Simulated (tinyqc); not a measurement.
RHF in the sto-3g basis, for BeH2, spin multiplicity 1, step by step. Computed by tinyqc, a small Python program that keeps every step (integrals from PySCF). Settings: charge = 0, multiplicity = 1, basis = sto-3g, energy threshold = 1e-10, iteration cap = 59, orthogonalisation = canonical, start = Wolfsberg-Helmholz matrix, DIIS depth = 6, DIIS from iteration = 2, method = RHF. Command: `OMP_NUM_THREADS=1 python tinyqc.py 23849 23850 out.jsonl` (the two numbers bound the seeds that draw the settings). One thread of a shared host (Intel(R) Xeon(R) Processor @ 2.60GHz), about 0.06 s of CPU time with the checks. Later iterations appear only in the table of the cycle.

## One-electron integrals

Geometry (angstrom):
```
atom        x         y        z
Be    0.00000   0.00000  0.00000
H     0.00000   1.48800  0.15900
H     0.00000  -1.48800  0.15900
```

Basis sto-3g: exponents (1/bohr^2) and contraction coefficients of normalised primitives:
```
element  l (shell)  exponent  coefficient
Be           s (1)  30.16787      0.15433
Be           s (1)   5.49512      0.53533
Be           s (1)   1.48719      0.44463
Be           s (2)   1.31483     -0.09997
Be           s (2)   0.30554      0.39951
Be           s (2)   0.09937      0.70012
Be           p (3)   1.31483      0.15592
Be           p (3)   0.30554      0.60768
Be           p (3)   0.09937      0.39196
H            s (1)   3.42525      0.15433
H            s (1)   0.62391      0.53533
H            s (1)   0.16886      0.44463
```

Overlap, kinetic and nuclear-attraction integrals over the contracted functions; the nuclear repulsion is the sum of Za Zb / Rab.

nuclear repulsion = 3.0067492 hartree

overlap S, lower triangle:
```
          1Be 1s   1Be 2s  1Be 2px   1Be 2py  1Be 2pz    2H 1s    3H 1s
1Be 1s   1.00000
1Be 2s   0.25952  1.00000
1Be 2px  0.00000  0.00000  1.00000
1Be 2py  0.00000  0.00000  0.00000   1.00000
1Be 2pz  0.00000  0.00000  0.00000   0.00000  1.00000
2H 1s    0.04926  0.39831  0.00000   0.47544  0.05080  1.00000
3H 1s    0.04926  0.39831  0.00000  -0.47544  0.05080  0.01921  1.00000
```

kinetic energy T (hartree), lower triangle:
```
           1Be 1s   1Be 2s  1Be 2px   1Be 2py  1Be 2pz     2H 1s    3H 1s
1Be 1s    6.69397
1Be 2s   -0.03301  0.21111
1Be 2px   0.00000  0.00000  0.66059
1Be 2py   0.00000  0.00000  0.00000   0.66059
1Be 2pz   0.00000  0.00000  0.00000   0.00000  0.66059
2H 1s    -0.01338  0.04717  0.00000   0.14398  0.01539   0.76003
3H 1s    -0.01338  0.04717  0.00000  -0.14398  0.01539  -0.00684  0.76003
```

nuclear attraction V (hartree), lower triangle:
```
            1Be 1s    1Be 2s   1Be 2px   1Be 2py   1Be 2pz     2H 1s     3H 1s
1Be 1s   -15.26833
1Be 2s    -2.08278  -2.99099
1Be 2px    0.00000   0.00000  -2.90657
1Be 2py    0.00000   0.00000   0.00000  -3.10237
1Be 2pz   -0.00307  -0.02764   0.00000   0.00000  -2.90881
2H 1s     -0.39360  -1.11286   0.00000  -1.29537  -0.14096  -2.81308
3H 1s     -0.39360  -1.11286   0.00000   1.29537  -0.14096  -0.06339  -2.81308
```

core Hamiltonian H = T + V (hartree), lower triangle:
```
           1Be 1s    1Be 2s   1Be 2px   1Be 2py   1Be 2pz     2H 1s     3H 1s
1Be 1s   -8.57435
1Be 2s   -2.11580  -2.77988
1Be 2px   0.00000   0.00000  -2.24598
1Be 2py   0.00000   0.00000   0.00000  -2.44178
1Be 2pz  -0.00307  -0.02764   0.00000   0.00000  -2.24821
2H 1s    -0.40698  -1.06570   0.00000  -1.15139  -0.12558  -2.05305
3H 1s    -0.40698  -1.06570   0.00000   1.15139  -0.12558  -0.07023  -2.05305
```

## Two-electron integrals

Functions are numbered as in S; the eight-fold symmetry (ij|kl) = (ji|kl) = (kl|ij) leaves the list below.

Two-electron integrals (ij|kl) in chemists' order, unique and non-zero (hartree):
```
(11|11) 2.29883    (21|11) 0.39204    (21|21) 0.07954    (22|11) 0.57099
(22|21) 0.14304    (22|22) 0.41768    (31|31) 0.01461    (32|31) 0.02189
(32|32) 0.09226    (33|11) 0.56958    (33|21) 0.14308    (33|22) 0.41759
(33|33) 0.44986    (41|41) 0.01461    (42|41) 0.02189    (42|42) 0.09226
(43|43) 0.02425    (44|11) 0.56958    (44|21) 0.14308    (44|22) 0.41759
(44|33) 0.40136    (44|44) 0.44986    (51|51) 0.01461    (52|51) 0.02189
(52|52) 0.09226    (53|53) 0.02425    (54|54) 0.02425    (55|11) 0.56958
(55|21) 0.14308    (55|22) 0.41759    (55|33) 0.40136    (55|44) 0.40136
(55|55) 0.44986    (61|11) 0.07348    (61|21) 0.01490    (61|22) 0.02703
(61|33) 0.02684    (61|41) 0.00131    (61|42) 0.00247    (61|44) 0.02741
(61|51) 0.00014    (61|52) 0.00026    (61|54) 0.00006    (61|55) 0.02684
(61|61) 0.00293    (62|11) 0.18426    (62|21) 0.04687    (62|22) 0.14987
(62|33) 0.14412    (62|41) 0.00609    (62|42) 0.03790    (62|44) 0.16105
(62|51) 0.00065    (62|52) 0.00405    (62|54) 0.00181    (62|55) 0.14431
(62|61) 0.00971    (62|62) 0.08118    (63|31) 0.00422    (63|32) 0.01997
(63|43) 0.00650    (63|53) 0.00069    (63|63) 0.00729    (64|11) 0.19882
(64|21) 0.05117    (64|22) 0.17154    (64|33) 0.16138    (64|41) 0.00986
(64|42) 0.05875    (64|44) 0.19150    (64|51) 0.00060    (64|52) 0.00414
(64|54) 0.00252    (64|55) 0.16158    (64|61) 0.01107    (64|62) 0.10551
(64|64) 0.14141    (65|11) 0.02124    (65|21) 0.00547    (65|22) 0.01833
(65|33) 0.01724    (65|41) 0.00060    (65|42) 0.00414    (65|44) 0.01907
(65|51) 0.00429    (65|52) 0.02041    (65|54) 0.00670    (65|55) 0.01865
(65|61) 0.00118    (65|62) 0.01127    (65|64) 0.01433    (65|65) 0.00883
(66|11) 0.35188    (66|21) 0.09109    (66|22) 0.32689    (66|33) 0.30331
(66|41) 0.01364    (66|42) 0.11042    (66|44) 0.37298    (66|51) 0.00146
(66|52) 0.01180    (66|54) 0.00745    (66|55) 0.30410    (66|61) 0.01933
(66|62) 0.22649    (66|64) 0.31208    (66|65) 0.03335    (66|66) 0.77461
(71|11) 0.07348    (71|21) 0.01490    (71|22) 0.02703    (71|33) 0.02684
(71|41) -0.00131   (71|42) -0.00247   (71|44) 0.02741    (71|51) 0.00014
(71|52) 0.00026    (71|54) -0.00006   (71|55) 0.02684    (71|61) 0.00268
(71|62) 0.00821    (71|64) 0.00865    (71|65) 0.00101    (71|66) 0.01579
(71|71) 0.00293    (72|11) 0.18426    (72|21) 0.04687    (72|22) 0.14987
(72|33) 0.14412    (72|41) -0.00609   (72|42) -0.03790   (72|44) 0.16105
(72|51) 0.00065    (72|52) 0.00405    (72|54) -0.00181   (72|55) 0.14431
(72|61) 0.00821    (72|62) 0.04156    (72|64) 0.04358    (72|65) 0.00570
(72|66) 0.08534    (72|71) 0.00971    (72|72) 0.08118    (73|31) 0.00422
(73|32) 0.01997    (73|43) -0.00650   (73|53) 0.00069    (73|63) 0.00292
(73|73) 0.00729    (74|11) -0.19882   (74|21) -0.05117   (74|22) -0.17154
(74|33) -0.16138   (74|41) 0.00986    (74|42) 0.05875    (74|44) -0.19150
(74|51) -0.00060   (74|52) -0.00414   (74|54) 0.00252    (74|55) -0.16158
(74|61) -0.00865   (74|62) -0.04358   (74|64) -0.04428   (74|65) -0.00589
(74|66) -0.08882   (74|71) -0.01107   (74|72) -0.10551   (74|74) 0.14141
(75|11) 0.02124    (75|21) 0.00547    (75|22) 0.01833    (75|33) 0.01724
(75|41) -0.00060   (75|42) -0.00414   (75|44) 0.01907    (75|51) 0.00429
(75|52) 0.02041    (75|54) -0.00670   (75|55) 0.01865    (75|61) 0.00101
(75|62) 0.00570    (75|64) 0.00589    (75|65) 0.00369    (75|66) 0.01195
(75|71) 0.00118    (75|72) 0.01127    (75|74) -0.01433   (75|75) 0.00883
(76|11) 0.01184    (76|21) 0.00293    (76|22) 0.00834    (76|33) 0.00821
(76|44) 0.00856    (76|51) 0.00008    (76|52) 0.00041    (76|55) 0.00824
(76|61) 0.00056    (76|62) 0.00309    (76|64) 0.00358    (76|65) 0.00047
(76|66) 0.00693    (76|71) 0.00056    (76|72) 0.00309    (76|74) -0.00358
(76|75) 0.00047    (76|76) 0.00017    (77|11) 0.35188    (77|21) 0.09109
(77|22) 0.32689    (77|33) 0.30331    (77|41) -0.01364   (77|42) -0.11042
(77|44) 0.37298    (77|51) 0.00146    (77|52) 0.01180    (77|54) -0.00745
(77|55) 0.30410    (77|61) 0.01579    (77|62) 0.08534    (77|64) 0.08882
(77|65) 0.01195    (77|66) 0.17780    (77|71) 0.01933    (77|72) 0.22649
(77|74) -0.31208   (77|75) 0.03335    (77|76) 0.00693    (77|77) 0.77461
```

## Orthogonalisation

S = U s U^T; canonical form X = U s^(-1/2), so that X^T S X = 1. Each column of U has its largest component positive (the first on a tie).

eigenvalues of S: 0.31795  0.40834  0.93688  1.00000  1.01411  1.65988  1.66284

X:
```
                1         2         3        4         5        6         7
1Be 1s    0.00000  -0.37539   0.85104  0.00000  -0.38540  0.26123   0.00000
1Be 2s    0.00000   1.12725  -0.10488  0.00000  -0.06816  0.52992   0.00000
1Be 2px   0.00000   0.00000   0.00000  1.00000   0.00000  0.00000   0.00000
1Be 2py   1.24504   0.00000   0.00000  0.00000   0.00000  0.00000   0.55225
1Be 2pz   0.00000   0.12278   0.43295  0.00000   0.89554  0.05449   0.00000
2H 1s    -0.89304  -0.71494  -0.26894  0.00000   0.12435  0.35386   0.38496
3H 1s     0.89304  -0.71494  -0.26894  0.00000   0.12435  0.35386  -0.38496
```

## Starting guess

The start is the generalised Wolfsberg-Helmholz matrix (K = 1.75) built on H; D = 2 C_occ C_occ^T.

D at the start, lower triangle:
```
           1Be 1s   1Be 2s  1Be 2px   1Be 2py  1Be 2pz    2H 1s    3H 1s
1Be 1s    2.04125
1Be 2s   -0.15313  0.73190
1Be 2px   0.00000  0.00000  0.00000
1Be 2py   0.00000  0.00000  0.00000   0.78645
1Be 2pz  -0.03140  0.08520  0.00000   0.00000  0.01001
2H 1s    -0.20363  0.45794  0.00000   0.41368  0.05403  0.50991
3H 1s    -0.20363  0.45794  0.00000  -0.41368  0.05403  0.07472  0.50991
```

## Iteration 1: building the Fock matrix

J_ij = sum D_kl (ij|kl), K_ij = sum D_kl (ik|jl); F = H + J - 0.5 K; E = tr D H + tr D J / 2 - 0.25 tr D K + E_nn.

Coulomb J (hartree), lower triangle:
```
          1Be 1s   1Be 2s  1Be 2px   1Be 2py  1Be 2pz    2H 1s    3H 1s
1Be 1s   6.41584
1Be 2s   1.24744  2.63496
1Be 2px  0.00000  0.00000  2.56758
1Be 2py  0.00000  0.00000  0.00000   2.75760
1Be 2pz  0.00731  0.04491  0.00000   0.00000  2.56985
2H 1s    0.23576  0.98997  0.00000   1.15791  0.12942  2.32247
3H 1s    0.23576  0.98997  0.00000  -1.15791  0.12942  0.05458  2.32247
```

exchange K (hartree), lower triangle:
```
           1Be 1s   1Be 2s  1Be 2px   1Be 2py  1Be 2pz    2H 1s    3H 1s
1Be 1s    4.61529
1Be 2s    0.82764  0.88668
1Be 2px   0.00000  0.00000  0.16187
1Be 2py   0.00000  0.00000  0.00000   0.99929
1Be 2pz  -0.00248  0.09134  0.00000   0.00000  0.17277
2H 1s     0.15571  0.56039  0.00000   0.63527  0.07324  1.03272
3H 1s     0.15571  0.56039  0.00000  -0.63527  0.07324  0.02500  1.03272
```

Fock matrix F (hartree), lower triangle:
```
           1Be 1s    1Be 2s  1Be 2px   1Be 2py   1Be 2pz     2H 1s     3H 1s
1Be 1s   -4.46615
1Be 2s   -1.28217  -0.58825
1Be 2px   0.00000   0.00000  0.24066
1Be 2py   0.00000   0.00000  0.00000  -0.18382
1Be 2pz   0.00549  -0.02840  0.00000   0.00000   0.23525
2H 1s    -0.24907  -0.35592  0.00000  -0.31112  -0.03278  -0.24694
3H 1s    -0.24907  -0.35592  0.00000   0.31112  -0.03278  -0.02815  -0.24694
```

total energy of this density = -15.5044243 hartree

## Iteration 1: diagonalisation and new density

Diagonalise F' = X^T F X, C = X C', fill 3 alpha and 3 beta electrons from the bottom; D = 2 C_occ C_occ^T. Each column has its largest component positive (the first on a tie).

F' = X^T F X (hartree), lower triangle:
```
         1         2         3        4         5         6         7
1  0.74978
2  0.00000   0.31371
3  0.00000   0.54644  -2.79821
4  0.00000   0.00000   0.00000  0.24066
5  0.00000  -0.23997   1.50371  0.00000  -0.50840
6  0.00000   0.24597  -1.44713  0.00000   0.73144  -1.25622
7  0.03269   0.00000   0.00000  0.00000   0.00000   0.00000  -0.38548
```

orbital energies (hartree): MO1 -4.47015, MO2 -0.41966, MO3 -0.38642, MO4 0.23259, MO5 0.24066, MO6 0.40811, MO7 0.75072

coefficients C:
```
              MO1       MO2       MO3       MO4      MO5       MO6       MO7
1Be 1s    0.99101  -0.21292   0.00000   0.06476  0.00000  -0.22435   0.00000
1Be 2s    0.03472   0.57874   0.00000  -0.26863  0.00000   1.07650   0.00000
1Be 2px   0.00000   0.00000   0.00000   0.00000  1.00000   0.00000   0.00000
1Be 2py   0.00000   0.00000   0.51622   0.00000  0.00000   0.00000   1.26041
1Be 2pz  -0.00055   0.04089   0.00000   0.96440  0.00000   0.27520   0.00000
2H 1s    -0.00484   0.40020   0.41049   0.11836  0.00000  -0.74159  -0.88160
3H 1s    -0.00484   0.40020  -0.41049   0.11836  0.00000  -0.74159   0.88160
```

D after iteration 1, lower triangle:
```
           1Be 1s   1Be 2s  1Be 2px   1Be 2py  1Be 2pz     2H 1s    3H 1s
1Be 1s    2.05487
1Be 2s   -0.17764  0.67228
1Be 2px   0.00000  0.00000  0.00000
1Be 2py   0.00000  0.00000  0.00000   0.53297
1Be 2pz  -0.01849  0.04729  0.00000   0.00000  0.00334
2H 1s    -0.18003  0.46288  0.00000   0.42380  0.03273   0.65736
3H 1s    -0.18003  0.46288  0.00000  -0.42380  0.03273  -0.01663  0.65736
```

## Iteration 2: building the Fock matrix

As before.

Coulomb J (hartree), lower triangle:
```
          1Be 1s   1Be 2s  1Be 2px   1Be 2py  1Be 2pz    2H 1s    3H 1s
1Be 1s   6.36417
1Be 2s   1.23340  2.60798
1Be 2px  0.00000  0.00000  2.53742
1Be 2py  0.00000  0.00000  0.00000   2.73709
1Be 2pz  0.00613  0.04042  0.00000   0.00000  2.53949
2H 1s    0.23310  0.98895  0.00000   1.16173  0.12869  2.35598
3H 1s    0.23310  0.98895  0.00000  -1.16173  0.12869  0.05408  2.35598
```

exchange K (hartree), lower triangle:
```
           1Be 1s   1Be 2s  1Be 2px   1Be 2py  1Be 2pz    2H 1s    3H 1s
1Be 1s    4.62650
1Be 2s    0.81445  0.85677
1Be 2px   0.00000  0.00000  0.15180
1Be 2py   0.00000  0.00000  0.00000   0.93815
1Be 2pz  -0.00127  0.07004  0.00000   0.00000  0.15867
2H 1s     0.15734  0.56585  0.00000   0.64376  0.06369  1.11171
3H 1s     0.15734  0.56585  0.00000  -0.64376  0.06369  0.01813  1.11171
```

Fock matrix F (hartree), lower triangle:
```
           1Be 1s    1Be 2s  1Be 2px   1Be 2py   1Be 2pz     2H 1s     3H 1s
1Be 1s   -4.52343
1Be 2s   -1.28962  -0.60028
1Be 2px   0.00000   0.00000  0.21554
1Be 2py   0.00000   0.00000  0.00000  -0.17377
1Be 2pz   0.00370  -0.02224  0.00000   0.00000   0.21194
2H 1s    -0.25255  -0.35967  0.00000  -0.31154  -0.02874  -0.25292
3H 1s    -0.25255  -0.35967  0.00000   0.31154  -0.02874  -0.02522  -0.25292
```

total energy of this density = -15.5309235 hartree

## Iteration 2: diagonalisation and new density

As before.

F' = X^T F X (hartree), lower triangle:
```
         1         2         3        4         5         6         7
1  0.75302
2  0.00000   0.30201
3  0.00000   0.56182  -2.84430
4  0.00000   0.00000   0.00000  0.21554
5  0.00000  -0.24753   1.50888  0.00000  -0.53306
6  0.00000   0.24794  -1.46036  0.00000   0.74344  -1.26989
7  0.04574   0.00000   0.00000  0.00000   0.00000   0.00000  -0.38542
```

orbital energies (hartree): MO1 -4.52688, MO2 -0.42729, MO3 -0.38725, MO4 0.20881, MO5 0.21554, MO6 0.40011, MO7 0.75485

coefficients C:
```
              MO1       MO2       MO3       MO4      MO5       MO6       MO7
1Be 1s    0.99173  -0.21374   0.00000   0.05718  0.00000  -0.22243   0.00000
1Be 2s    0.03180   0.58782   0.00000  -0.24155  0.00000   1.07808   0.00000
1Be 2px   0.00000   0.00000   0.00000   0.00000  1.00000   0.00000   0.00000
1Be 2py   0.00000   0.00000   0.50191   0.00000  0.00000   0.00000   1.26618
1Be 2pz  -0.00030   0.03037   0.00000   0.96975  0.00000   0.25716   0.00000
2H 1s    -0.00381   0.39472   0.42045   0.10955  0.00000  -0.74587  -0.87690
3H 1s    -0.00381   0.39472  -0.42045   0.10955  0.00000  -0.74587   0.87690
```

D after iteration 2, lower triangle:
```
           1Be 1s   1Be 2s  1Be 2px   1Be 2py  1Be 2pz     2H 1s    3H 1s
1Be 1s    2.05843
1Be 2s   -0.18822  0.69309
1Be 2px   0.00000  0.00000  0.00000
1Be 2py   0.00000  0.00000  0.00000   0.50383
1Be 2pz  -0.01358  0.03568  0.00000   0.00000  0.00184
2H 1s    -0.17629  0.46381  0.00000   0.42205  0.02398   0.66519
3H 1s    -0.17629  0.46381  0.00000  -0.42205  0.02398  -0.04192  0.66519
```

## Iteration 7 (converged): orbitals

converged F (hartree), lower triangle:
```
           1Be 1s    1Be 2s  1Be 2px   1Be 2py   1Be 2pz     2H 1s     3H 1s
1Be 1s   -4.52563
1Be 2s   -1.28905  -0.60433
1Be 2px   0.00000   0.00000  0.21386
1Be 2py   0.00000   0.00000  0.00000  -0.17037
1Be 2pz   0.00247  -0.01990  0.00000   0.00000   0.21105
2H 1s    -0.25266  -0.36037  0.00000  -0.31116  -0.02600  -0.25369
3H 1s    -0.25266  -0.36037  0.00000   0.31116  -0.02600  -0.02373  -0.25369
```

As before.

F' = X^T F X (hartree), lower triangle:
```
         1         2         3        4         5         6         7
1  0.75298
2  0.00000   0.29873
3  0.00000   0.56354  -2.84847
4  0.00000   0.00000   0.00000  0.21386
5  0.00000  -0.24892   1.50707  0.00000  -0.53225
6  0.00000   0.24577  -1.45926  0.00000   0.74627  -1.27109
7  0.04962   0.00000   0.00000  0.00000   0.00000   0.00000  -0.38473
```

orbital energies (hartree): MO1 -4.52901, MO2 -0.42912, MO3 -0.38689, MO4 0.20776, MO5 0.21386, MO6 0.39730, MO7 0.75514

coefficients C:
```
              MO1       MO2       MO3       MO4      MO5       MO6       MO7
1Be 1s    0.99182  -0.21463   0.00000   0.05440  0.00000  -0.22190   0.00000
1Be 2s    0.03146   0.59256   0.00000  -0.23258  0.00000   1.07747   0.00000
1Be 2px   0.00000   0.00000   0.00000   0.00000  1.00000   0.00000   0.00000
1Be 2py   0.00000   0.00000   0.49758   0.00000  0.00000   0.00000   1.26788
1Be 2pz  -0.00007   0.02439   0.00000   0.97110  0.00000   0.25266   0.00000
2H 1s    -0.00370   0.39182   0.42344   0.10887  0.00000  -0.74750  -0.87546
3H 1s    -0.00370   0.39182  -0.42344   0.10887  0.00000  -0.74750   0.87546
```

D after iteration 7, lower triangle:
```
           1Be 1s   1Be 2s  1Be 2px   1Be 2py  1Be 2pz     2H 1s    3H 1s
1Be 1s    2.05953
1Be 2s   -0.19196  0.70423
1Be 2px   0.00000  0.00000  0.00000
1Be 2py   0.00000  0.00000  0.00000   0.49517
1Be 2pz  -0.01060  0.02891  0.00000   0.00000  0.00119
2H 1s    -0.17554  0.46412  0.00000   0.42139  0.01912   0.66568
3H 1s    -0.17554  0.46412  0.00000  -0.42139  0.01912  -0.05153  0.66568
```

## Convergence

Stop when the energy changes by less than 1e-10 hartree and every element of the error matrix X^T (F D S - S D F) X is below 3e-06.

Course of the cycle:
```
iteration  E (hartree)     change  largest element of the error matrix
1          -15.5044243          -                             2.03e-01
2          -15.5309235  -2.65e-02                             2.59e-02
3          -15.5316626  -7.39e-04                             5.67e-03
4          -15.5317312  -6.85e-05                             6.99e-04
5          -15.5317325  -1.37e-06                             6.67e-05
6          -15.5317325  -1.07e-08                             3.70e-06
7          -15.5317325  -3.39e-11                             2.02e-08
```

PySCF RHF in the same basis = -15.5317325 hartree

Converged in 7 iterations.

## Populations, bond orders and dipole

Mulliken: Z minus the diagonal of D S on the atom; Loewdin: the same with S^(1/2) D S^(1/2); Mayer order: 2 sum_s sum (D(s) S)_ij (D(s) S)_ji over the two atoms.

Charges (e):
```
atom  Mulliken   Loewdin
1Be    0.08444   0.07107
2H    -0.04222  -0.03554
3H    -0.04222  -0.03554
```

Mayer bond orders:
```
pair    order
2-1   0.99438
3-1   0.99438
3-2   0.00383
```

dipole moment about the origin, x y z (debye): 0.00000  0.00000  -0.48269
